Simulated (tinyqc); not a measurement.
Deep-level transient spectroscopy: one step of the calculation.

Schottky contact on an n-type layer with shallow donors Nd (all ionised) and a donor-like deep trap, neutral when filled and positive when empty; depletion approximation. Traps within lam of the depletion edge stay filled. A long pulse to Vp fills the traps beyond x1 = Wp - lam; back at Vr those between x1 and x2 = Wr - lam emit. A rate window reads S = C(t2) - C(t1).

Task. The transient. W(t)^2 = Wr^2 + (Nt/Nd)(x2^2 - x1^2) exp(-en t), C = eps0 eps_r/W; for small Nt, dC/C = -(Nt/2 Nd) G exp(-en t) with G = (x2^2 - x1^2)/Wr^2. S = C(t2) - C(t1).

Inputs (values chosen for the exercise); material values close to those of silicon:
- eps_r = 11.5 (relative permittivity)
- Nd = 5.1e14 cm^-3 (shallow donor density)
- Nt = 3.1e13 cm^-3 (trap density)
- t1 = 0.2 ms (first sampling time)
- t2 = 0.8 ms (second sampling time)

Constants: eps0 = 8.8541878128e-14 F/cm where lengths are in cm. Results are converted to the units shown.

t, sample 0 to 6 (ms): 0  0.1  0.2  0.5  0.8  1.6  4
en = 1718.8506 1/s
Wr = 4315.9975 nm
G = (x2^2 - x1^2)/Wr^2 = 0.69706849

Wanted: C; C - C(final); S.

Result.

```
sample  C (nF/cm^2)  C - C(final) (pF/cm^2)
0            2.3108                 -48.446
1            2.3182                 -40.994
2            2.3245                 -34.662
3            2.3383                 -20.882
4            2.3467                 -12.535
5            2.3560                  -3.188
6            2.3592                  -0.052
```

S = 22.126 pF/cm^2

Program tinyqc, `OMP_NUM_THREADS=1 python tinyqc.py 2050140 2050141 out.jsonl`; Intel Xeon 2.30GHz, shared host, one thread, about 0.01 s.
